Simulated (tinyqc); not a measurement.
# Small-signal admittance of a forward-biased p+-n diode: effects of single changes

Holes injected into a neutral base of width wb with an ohmic contact at its end; low injection, p0 far above the equilibrium density. A small voltage v exp(i w t), w = 2 pi f, modulates the edge density by p0 v/Vt, and the small-signal density obeys Dp d2p/dx2 = (1/tau + i w) p.

Inputs (values chosen for the exercise); permittivity close to that of gallium arsenide:
- T = 300 K (temperature)
- eps_r = 12.9 (relative permittivity)
- Nd = 1.1e15 cm^-3 (donor density of the base)
- Dp = 5.2 cm^2/s (hole diffusion coefficient)
- tau = 7e-7 s (hole lifetime)
- wb = 8.8 um (width of the neutral base)
- p0 = 1.1e13 cm^-3 (excess hole density at the junction edge)
- Na = 1e19 cm^-3 (acceptor density of the p+ side)
- Rs = 0.002 ohm cm^2 (series resistance)
- f = 1.2e5 Hz (signal frequency)

Constants: q = 1.602176634e-19 C, kB = 1.380649e-23 J/K, Vt = kB T/q, eps0 = 8.8541878128e-14 F/cm where lengths are in cm. Results are converted to the units shown.

Each table varies one quantity; the others keep the values above.

## Admittance against frequency

L = sqrt(Dp tau); direct current J = (q Dp p0/L) coth(wb/L); k = sqrt(1 + i w tau)/L; diffusion admittance Y = (q Dp p0/Vt) k coth(k wb) = G + i w C_diff; junction capacitance C_j = sqrt(q eps0 eps_r Nd/(2 Vr)) in the depletion approximation, with the remaining barrier Vr = Vt ln(Na/p0), a rough value under forward bias; base-width modulation is left out. Measured admittance 1/[Rs + 1/(Y + i w C_j)].

The same in every row: C_j (uF/cm^2) = 0.016845.

Admittance against frequency:

| f (Hz) | w tau | G (S/cm^2) | C_diff (uF/cm^2) | measured G (S/cm^2) | measured C (uF/cm^2) | phase of the measured Y (degrees) |
|---|---|---|---|---|---|---|
| 7000 | 0.030788 | 0.43101 | 0.019447 | 0.43064 | 0.036230 | 0.21201 |
| 30000 | 0.13195 | 0.43101 | 0.019447 | 0.43064 | 0.036229 | 0.90851 |
| 1e5 | 0.43982 | 0.43108 | 0.019446 | 0.43071 | 0.036229 | 3.0253 |
| 5e5 | 2.1991 | 0.43285 | 0.019421 | 0.43250 | 0.036204 | 14.734 |
| 2e6 | 8.7965 | 0.45962 | 0.019051 | 0.45961 | 0.035831 | 44.412 |
| 9e6 | 39.584 | 0.80113 | 0.014515 | 0.80611 | 0.031260 | 65.486 |
| 4e7 | 175.93 | 1.7476 | 0.0069108 | 1.8121 | 0.023588 | 73.003 |
| 2e8 | 879.65 | 3.8989 | 0.0030992 | 5.0931 | 0.019589 | 78.310 |
| 6e8 | 2638.9 | 6.7506 | 0.0017900 | 15.964 | 0.017800 | 76.618 |

G starts at J/Vt = 0.431 S/cm^2 and C_diff at (J tau/(2 Vt))(1 - 2 x/sinh 2x) = 0.0194 uF/cm^2, x = wb/L = 0.461. Between the last two rows G goes as f^(0.50) and C_diff as f^(-0.50); the limits are 1/2 and -1/2, reached when the signal penetrates only sqrt(Dp/w). The measured C is 0.17 % below C_diff + C_j in the first row and 4.5 % below it in the last, the difference being due to Rs.

## Effect of the excess hole density at the junction edge

Same model as above.

The same in every row: w tau = 0.5278.

Effect of the excess hole density at the junction edge:

| p0 (cm^-3) | G (S/cm^2) | C_diff (uF/cm^2) | C_j (uF/cm^2) | measured G (S/cm^2) | measured C (uF/cm^2) | phase of the measured Y (degrees) |
|---|---|---|---|---|---|---|
| 1e8 | 3.919e-6 | 1.768e-7 | 0.01240 | 4.094e-6 | 0.01240 | 89.97 |
| 1e9 | 3.919e-5 | 1.768e-6 | 0.01300 | 3.938e-5 | 0.01300 | 89.77 |
| 1e10 | 3.919e-4 | 1.768e-5 | 0.01371 | 3.921e-4 | 0.01372 | 87.83 |
| 1e11 | 0.003919 | 1.768e-4 | 0.01454 | 0.003919 | 0.01471 | 70.54 |
| 1e12 | 0.03919 | 0.001768 | 0.01554 | 0.03919 | 0.01731 | 18.42 |
| 1e13 | 0.3919 | 0.01768 | 0.01679 | 0.3916 | 0.03441 | 3.790 |
| 1e14 | 3.919 | 0.1768 | 0.01839 | 3.889 | 0.1921 | 2.133 |

What does the comparison show?

As p0 goes from 1e8 to 1e14, G rises from 3.92e-6 to 3.92 S/cm^2, C_diff rises from 1.77e-7 to 0.177 uF/cm^2 and the measured C rises from 0.0124 to 0.192 uF/cm^2. C_diff exceeds C_j for p0 = 1e13, 1e14.

Computed by the program tinyqc: `OMP_NUM_THREADS=1 python tinyqc.py 2890181 2890182 out.jsonl`, one thread of a shared Intel Xeon 2.30GHz, about 0.01 s for the whole run.
